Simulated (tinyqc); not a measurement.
# Charge neutrality of a doped semiconductor with incomplete ionisation, step by step

A worked calculation. Computed by tinyqc, a small Python program that keeps every step. Command: `OMP_NUM_THREADS=1 python tinyqc.py 3016194 3016195 out.jsonl dopant walk`. One thread of a shared host (Intel(R) Xeon(R) Processor @ 2.30GHz), about 0.03 s of CPU time with the checks. Intermediate numbers are printed to about 5 digits and carried at full precision; extremes and crossings named in words are read from the listed rows.

Energies are counted from the top of the valence band; E_D is measured down from the conduction band and E_A up from the valence band.

Inputs (values chosen for the exercise, modelled on CdS):
```
quantity                    value   unit
gap at 0 K E_g0              2.55     eV
Varshni alpha            0.000399   eV/K
Varshni beta                  228      K
electron mass m_e             0.2    m_0
valleys M_c                     1      -
hole mass m_h               0.826    m_0
donor density N_D         4.3e+16  cm^-3
acceptor density N_A      5.5e+14  cm^-3
donor depth E_D            0.0329     eV
acceptor depth E_A          0.164     eV
donor degeneracy g_D            2      -
acceptor degeneracy g_A         4      -
temperature T                 450      K
iteration cap                  60      -
```

Doping: n-type, compensated. Statistics of the bands: Boltzmann. Solver: Newton steps on the logarithm. Start of Newton steps: 0.25 eV inside the majority band.

ratios u of density to N: 0.011  0.044  0.17  0.68  2.7  11  42

Constants: m_0 = 9.1093837015e-31 kg; k_B = 1.380649e-23 J/K; h = 6.62607015e-34 J s; k_B = 8.617333262e-05 eV/K.

## Gap and effective densities of states

E_g = E_g0 - alpha T^2/(T + beta). N_c = 2 M_c (2 pi m_e k_B T/h^2)^(3/2) and N_v = 2 (2 pi m_h k_B T/h^2)^(3/2), masses in units of m_0. n_i = sqrt(N_c N_v) exp(-E_g/(2 k_B T)); E_i = E_g/2 + (k_B T/2) ln(N_v/N_c).

gap E_g = 2.4308 eV

N_c = 4.1234e+18 cm^-3

N_v = 3.4608e+19 cm^-3

k_B T = 0.038778 eV

intrinsic density n_i = 2.9186e+05 cm^-3

intrinsic level E_i = 1.2567 eV

## Charges at trial Fermi levels

n = N_c exp((E_F - E_g)/k_B T), p = N_v exp(-E_F/k_B T). N_D+ = N_D/(1 + g_D exp((E_F - E_g + E_D)/k_B T)). N_A- = N_A/(1 + g_A exp((E_A - E_F)/k_B T)). Neutrality: p + N_D+ = n + N_A-; the log ratio is ln[(p + N_D+)/(n + N_A-)]. The last column is ln[(p + N_D+)/(n + N_A-)], which vanishes at neutrality; trial levels are the majority level plus multiples of k_B T, rounded to 0.1 meV.

Densities (cm^-3):
```
E_F (eV)           n           p        N_D+      N_A-  log ratio
2.1653    4.3798e+15  1.9449e-05  4.2788e+16  5.50e+14      2.161
2.2816    8.7893e+16  9.6913e-07  3.9106e+16  5.50e+14     -0.816
2.3592    6.5019e+17  1.3101e-07  2.4760e+16  5.50e+14     -3.269
2.4367    4.7973e+18  1.7756e-08  6.6817e+15  5.50e+14     -6.577
2.5143    3.5488e+19  2.4003e-09  1.0435e+15  5.50e+14    -10.434
```

The log ratio changes sign between 2.1653 and 2.2816 eV.

## Solving for the Fermi level

Newton steps from the start named, with the slope from a central difference of 1e-6 eV; the function is the log ratio y = ln[(p + N_D+)/(n + N_A-)]; the bracket -0.3 to E_g + 0.3 eV is narrowed by the sign of y at each step, and a step that would leave it is replaced by its midpoint; stop when |log ratio| < 1e-9.

Course of the iteration:
```
step  E_F (eV)    log ratio
1       2.6808  -1.8999e+01
2       2.3124  -1.7110e+00
3       2.2561  -1.1853e-01
4       2.2516  -3.7427e-04
5       2.2516  -3.6410e-09
6       2.2516   5.7732e-15
```

Fermi level E_F (last iterate) = 2.2516 eV

converged (1 yes, 0 no) = 1

steps = 6

Converged in 6 steps.

## Densities at the solution

The formulas are those given above.

majority density n = 4.0561e+16 cm^-3

minority density p = 2.1001e-06 cm^-3

ionised share of the donors = 0.95606

distance of E_F from the majority band edge = 0.17922 eV

n is 95.5 % of the net doping; n p / n_i^2 = 1.000.

## The closed form for the extrinsic range

With Boltzmann statistics, no holes and every acceptor ionised, n (n + N_A) = n1 (N_D - N_A - n) with n1 = (N_c/g_D) exp(-E_D/k_B T). Take the positive root.

n1 = 8.8259e+17 cm^-3

n from the quadratic = 4.0561e+16 cm^-3

Against the full solution, 4.0561e16 cm^-3, the quadratic is off by 1.2e-8 %.

## Carrier density against temperature

Neutrality is solved by bisection at each T. The last column is -k_B d ln(n T^-3/2)/d(1/T) from this row and the one above; it turns negative as ionisation nears completion, when the density grows more slowly than that power of T.

Against temperature:
```
T (K)   n (cm^-3)  E_F from the band edge (eV)  ionised share  activation energy (eV)
14     1.2521e+06                      0.02849        0.01279                       -
17     2.0613e+08                      0.02755        0.01279                0.032900
24     2.4174e+11                      0.02535        0.01280                0.032898
35     5.7162e+13                      0.02218        0.01412                0.032243
55     1.6101e+15                      0.02225        0.05024                0.022064
85     7.8314e+15                      0.02759        0.19492                0.012473
130    1.9476e+16                      0.03913        0.46573                0.005792
190    3.0202e+16                      0.05932        0.71517               -0.004630
300    3.7831e+16                      0.10556        0.89258               -0.020537
600    4.1415e+16                      0.26019        0.97594               -0.049077
```

Between the two coldest rows the activation energy is 0.0329 eV, 1.00 of the dopant depth: with compensation E_F is pinned at the level and the full depth shows. The density is within 10 % of the net doping in one row, 600 K.

## Reduced Fermi level from a carrier density

F_1/2(eta) = (2/sqrt(pi)) int_0^infinity sqrt(x)/(1 + exp(x - eta)) dx, by the trapezoid rule in t = sqrt(x) with step 0.02 up to t = 12 (for eta < -12 by exp(eta) - exp(2 eta)/2^(3/2)). For u = density/N of the majority band, eta solves F_1/2(eta) = u (bisection). Boltzmann: ln u. Joyce-Dixon: ln u + u/sqrt(8) - 4.95009e-3 u^2 + 1.48386e-4 u^3 - 4.42563e-6 u^4. Degenerate limit: (3 sqrt(pi) u/4)^(2/3). The last column is (eta - ln u) k_B T.

Eta by four rules:
```
u      density (cm^-3)   exact  Boltzmann  Joyce-Dixon  degenerate  Boltzmann error (meV)
0.011       4.5357e+16  -4.506    -4.5099      -4.5060       0.060             1.5079e-01
0.044       1.8143e+17  -3.108    -3.1236      -3.1080       0.151             6.0287e-01
0.17        7.0098e+17  -1.712    -1.7720      -1.7120       0.371             2.3252e+00
0.68        2.8039e+18  -0.147    -0.3857      -0.1475       0.935             9.2359e+00
2.7         1.1133e+19   1.914     0.9933       1.9144       2.344             3.5723e+01
11          4.5357e+19   5.835     2.3979       5.8207       5.980             1.3329e+02
42          1.7318e+20  14.551     3.7377       7.0774      14.608             4.1933e+02
```

Boltzmann statistics place E_F within 1 meV of the exact value up to u = 0.0440 of those listed and miss by 419 meV at u = 42. Joyce-Dixon stays within 0.01 in eta up to u = 2.70; the degenerate limit is still 0.39 % high at the last u. Past u of about 10 the Joyce-Dixon series fails. A parabolic band is assumed throughout.

Checks made by the program: neutrality at the solution (relative difference 6e-10); the quadratic against the majority density (compared only where minority carriers are negligible) (relative difference 1e-10).
